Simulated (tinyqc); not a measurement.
Worked calculation: CIS on RHF in the sto-3g basis, frozen core, for BeH2, spin multiplicity 1. One step of it, computed by the program tinyqc.

Question. Integrals over molecular orbitals. (pq|rs) = sum C_ip C_jq C_kr C_ls (ij|kl), one index at a time.

coefficients C:
```
               MO1        MO2        MO3        MO4       MO5        MO6        MO7
1Be 1s    0.991749  -0.226433   0.000000   0.015637  0.000000  -0.214927   0.000000
1Be 2s    0.031705   0.550676   0.000000  -0.071699  0.000000   1.254474   0.000000
1Be 2px   0.000000   0.000000   0.000000   0.000000  1.000000   0.000000   0.000000
1Be 2py   0.000000   0.000000   0.504519   0.000000  0.000000   0.000000   1.490576
1Be 2pz  -0.000025   0.008869   0.000000   0.997481  0.000000   0.079221   0.000000
2H 1s    -0.002534   0.394928   0.402491   0.029115  0.000000  -0.835019  -1.062071
3H 1s    -0.002534   0.394928  -0.402491   0.029115  0.000000  -0.835019   1.062071
```

core Hamiltonian H = T + V (hartree), lower triangle:
```
            1Be 1s     1Be 2s    1Be 2px    1Be 2py    1Be 2pz      2H 1s      3H 1s
1Be 1s   -8.677569
1Be 2s   -2.142583  -2.854670
1Be 2px   0.000000   0.000000  -2.306532
1Be 2py   0.000000   0.000000   0.000000  -2.547198
1Be 2pz  -0.001393  -0.011215   0.000000   0.000000  -2.306858
2H 1s    -0.625943  -1.349924   0.000000  -1.368283  -0.051718  -2.275473
3H 1s    -0.625943  -1.349924   0.000000   1.368283  -0.051718  -0.150615  -2.275473
```

Two-electron integrals (ij|kl) in chemists' order, unique and non-zero (hartree):
```
(11|11) 2.298831    (21|11) 0.392036    (21|21) 0.079539    (22|11) 0.570988
(22|21) 0.143041    (22|22) 0.417683    (31|31) 0.014607    (32|31) 0.021888
(32|32) 0.092265    (33|11) 0.569578    (33|21) 0.143083    (33|22) 0.417589
(33|33) 0.449859    (41|41) 0.014607    (42|41) 0.021888    (42|42) 0.092265
(43|43) 0.024249    (44|11) 0.569578    (44|21) 0.143083    (44|22) 0.417589
(44|33) 0.401360    (44|44) 0.449859    (51|51) 0.014607    (52|51) 0.021888
(52|52) 0.092265    (53|53) 0.024249    (54|54) 0.024249    (55|11) 0.569578
(55|21) 0.143083    (55|22) 0.417589    (55|33) 0.401360    (55|44) 0.401360
(55|55) 0.449859    (61|11) 0.112216    (61|21) 0.022738    (61|22) 0.041148
(61|33) 0.040846    (61|41) 0.002052    (61|42) 0.003813    (61|44) 0.041775
(61|51) 0.000075    (61|52) 0.000140    (61|54) 0.000034    (61|55) 0.040847
(61|61) 0.006830    (62|11) 0.236726    (62|21) 0.059981    (62|22) 0.186579
(62|33) 0.179939    (62|41) 0.007893    (62|42) 0.045431    (62|44) 0.199665
(62|51) 0.000290    (62|52) 0.001671    (62|54) 0.000726    (62|55) 0.179966
(62|61) 0.018924    (62|62) 0.117404    (63|31) 0.005938    (63|32) 0.026644
(63|43) 0.008193    (63|53) 0.000301    (63|63) 0.011848    (64|11) 0.241755
(64|21) 0.062076    (64|22) 0.202690    (64|33) 0.190733    (64|41) 0.012991
(64|42) 0.071281    (64|44) 0.226369    (64|51) 0.000259    (64|52) 0.001642
(64|54) 0.001009    (64|55) 0.190759    (64|61) 0.020629    (64|62) 0.146006
(64|64) 0.189232    (65|11) 0.008892    (65|21) 0.002283    (65|22) 0.007455
(65|33) 0.007015    (65|41) 0.000259    (65|42) 0.001642    (65|44) 0.007723
(65|51) 0.005948    (65|52) 0.026705    (65|54) 0.008219    (65|55) 0.007619
(65|61) 0.000759    (65|62) 0.005370    (65|64) 0.006524    (65|65) 0.012088
(66|11) 0.400864    (66|21) 0.103488    (66|22) 0.357394    (66|33) 0.331510
(66|41) 0.017195    (66|42) 0.123028    (66|44) 0.408753    (66|51) 0.000632
(66|52) 0.004525    (66|54) 0.002841    (66|55) 0.331615    (66|61) 0.033788
(66|62) 0.277331    (66|64) 0.368359    (66|65) 0.013549    (66|66) 0.774606
(71|11) 0.112216    (71|21) 0.022738    (71|22) 0.041148    (71|33) 0.040846
(71|41) -0.002052   (71|42) -0.003813   (71|44) 0.041775    (71|51) 0.000075
(71|52) 0.000140    (71|54) -0.000034   (71|55) 0.040847    (71|61) 0.006217
(71|62) 0.015966    (71|64) 0.015803    (71|65) 0.000643    (71|66) 0.027032
(71|71) 0.006830    (72|11) 0.236726    (72|21) 0.059981    (72|22) 0.186579
(72|33) 0.179939    (72|41) -0.007893   (72|42) -0.045431   (72|44) 0.199665
(72|51) 0.000290    (72|52) 0.001671    (72|54) -0.000726   (72|55) 0.179966
(72|61) 0.015966    (72|62) 0.065188    (72|64) 0.063520    (72|65) 0.002933
(72|66) 0.115072    (72|71) 0.018924    (72|72) 0.117404    (73|31) 0.005938
(73|32) 0.026644    (73|43) -0.008193   (73|53) 0.000301    (73|63) 0.005432
(73|73) 0.011848    (74|11) -0.241755   (74|21) -0.062076   (74|22) -0.202690
(74|33) -0.190733   (74|41) 0.012991    (74|42) 0.071281    (74|44) -0.226369
(74|51) -0.000259   (74|52) -0.001642   (74|54) 0.001009    (74|55) -0.190759
(74|61) -0.015803   (74|62) -0.063520   (74|64) -0.058477   (74|65) -0.002810
(74|66) -0.109289   (74|71) -0.020629   (74|72) -0.146006   (74|74) 0.189232
(75|11) 0.008892    (75|21) 0.002283    (75|22) 0.007455    (75|33) 0.007015
(75|41) -0.000259   (75|42) -0.001642   (75|44) 0.007723    (75|51) 0.005948
(75|52) 0.026705    (75|54) -0.008219   (75|55) 0.007619    (75|61) 0.000643
(75|62) 0.002933    (75|64) 0.002810    (75|65) 0.005561    (75|66) 0.005322
(75|71) 0.000759    (75|72) 0.005370    (75|74) -0.006524   (75|75) 0.012088
(76|11) 0.025641    (76|21) 0.006332    (76|22) 0.017732    (76|33) 0.017439
(76|44) 0.018304    (76|51) 0.000059    (76|52) 0.000276    (76|55) 0.017445
(76|61) 0.001830    (76|62) 0.008136    (76|64) 0.008988    (76|65) 0.000405
(76|66) 0.016028    (76|71) 0.001830    (76|72) 0.008136    (76|74) -0.008988
(76|75) 0.000405    (76|76) 0.000769    (77|11) 0.400864    (77|21) 0.103488
(77|22) 0.357394    (77|33) 0.331510    (77|41) -0.017195   (77|42) -0.123028
(77|44) 0.408753    (77|51) 0.000632    (77|52) 0.004525    (77|54) -0.002841
(77|55) 0.331615    (77|61) 0.027032    (77|62) 0.115072    (77|64) 0.109289
(77|65) 0.005322    (77|66) 0.202688    (77|71) 0.033788    (77|72) 0.277331
(77|74) -0.368359   (77|75) 0.013549    (77|76) 0.016028    (77|77) 0.774606
```

Give: one-electron integrals over orbitals h = C^T H C; Two-electron integrals over orbitals.

Answer.

one-electron integrals over orbitals h = C^T H C (hartree), lower triangle:
```
        1       2       3       4       5       6       7
1  -8.666
2   0.228  -2.484
3   0.000   0.000  -2.448
4  -0.017   0.001   0.000  -2.306
5   0.000   0.000   0.000   0.000  -2.307
6   0.191  -0.163   0.000  -0.017   0.000  -1.917
7   0.000   0.000  -0.274   0.000   0.000   0.000  -1.789
```

Two-electron integrals over orbitals (pq|rs), unique and non-zero (hartree); the lowest 1 orbital is frozen and left out:
```
(22|22) 0.401       (32|32) 0.165       (33|22) 0.415       (33|33) 0.438
(42|22) 3.85e-03    (42|33) 3.58e-03    (42|42) 0.050       (43|32) 3.76e-03
(43|43) 0.015       (44|22) 0.371       (44|33) 0.359       (44|42) -0.008
(44|44) 0.450       (52|52) 0.050       (53|53) 0.015       (54|52) -2.96e-03
(54|54) 0.024       (55|22) 0.371       (55|33) 0.359       (55|42) -2.30e-03
(55|44) 0.401       (55|55) 0.450       (62|22) -0.026      (62|33) -0.049
(62|42) -7.92e-04   (62|44) 0.050       (62|55) 0.050       (62|62) 0.077
(63|32) -0.095      (63|43) -3.07e-03   (63|63) 0.083       (64|22) 1.56e-03
(64|33) -5.98e-04   (64|42) 0.047       (64|44) -2.39e-03   (64|55) 1.74e-03
(64|62) 0.007       (64|64) 0.050       (65|52) 0.047       (65|54) -2.10e-03
(65|65) 0.051       (66|22) 0.400       (66|33) 0.410       (66|42) 0.009
(66|44) 0.368       (66|55) 0.369       (66|62) -0.035      (66|64) 0.006
(66|66) 0.415       (72|32) -0.045      (72|43) -3.77e-03   (72|63) 0.061
(72|72) 0.057       (73|22) -0.007      (73|33) -0.022      (73|42) -0.005
(73|44) 0.058       (73|55) 0.058       (73|62) 0.072       (73|64) 2.08e-03
(73|66) -0.028      (73|73) 0.082       (74|32) -0.009      (74|43) 0.014
(74|63) 0.005       (74|72) 1.35e-03    (74|74) 0.017       (75|53) 0.014
(75|75) 0.016       (76|32) 0.143       (76|43) 4.32e-03    (76|63) -0.096
(76|72) -0.057      (76|74) -0.008      (76|76) 0.141       (77|22) 0.431
(77|33) 0.450       (77|42) 6.92e-04    (77|44) 0.393       (77|55) 0.392
(77|62) -0.039      (77|64) -2.55e-03   (77|66) 0.438       (77|73) -0.013
(77|77) 0.493
```
